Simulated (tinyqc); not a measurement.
Absorption edge of a degenerate semiconductor, band filling against gap narrowing: one step of the calculation.

n-type, parabolic bands, full ionisation. eta = (EF - Ec)/kB T solves N = Nc F12(eta), F12(x) = (2/sqrt(pi)) int_0^infinity sqrt(u)/(1 + exp(u - x)) du. The gap shrinks rigidly by dEg = a3 y^(1/3) + a4 y^(1/4) + a2 y^(1/2), y = N/1e18 cm^-3, an empirical law that is here taken as the true narrowing.

Problem. The optical edge. Vertical transitions need an empty final state: the edge is taken where the state lies 4 kB T below EF, E_opt = Eg - dEg + (1 + me/mh) max(eta - 4, 0) kB T; wavelength h c/(q E_opt).

Parameters, values chosen for the exercise; band and dielectric values close to those of In0.53Ga0.47As:

| symbol | value | unit | meaning |
|---|---|---|---|
| T | 250 | K | temperature |
| Eg | 0.731 | eV | band gap |
| me | 0.0417 | m0 | electron mass |
| mh | 0.449 | m0 | hole mass |
| N | 1.2e18 | cm^-3 | ionised donor density |
| a3 | 13.3 | meV | coefficient of (N/1e18)^(1/3) |
| a4 | 6 | meV | coefficient of (N/1e18)^(1/4) |
| a2 | 1.9 | meV | coefficient of (N/1e18)^(1/2) |

Constants: q = 1.602176634e-19 C, kB = 1.380649e-23 J/K, h = 6.62607015e-34 J s, c = 299792458 m/s, Vt = kB T/q. Results are converted to the units shown.

converged eta = 4.3791158

Wanted: dEg; EF - Ec; filling shift; E_opt; wavelength.

Solution.

dEg = 22.495 meV
EF - Ec = 94.341 meV
filling shift = 8.9260 meV
E_opt = 0.71743 eV
wavelength = 1728.2 nm

The edge lies 13.6 meV below the undoped gap: narrowing outweighs filling.

Range of the model: Band tails, non-parabolic bands and incomplete ionisation are left out.

Computed by the program tinyqc: `OMP_NUM_THREADS=1 python tinyqc.py 2330042 2330043 out.jsonl`, one thread of a shared Intel Xeon 2.30GHz, about 0.01 s for the whole run.
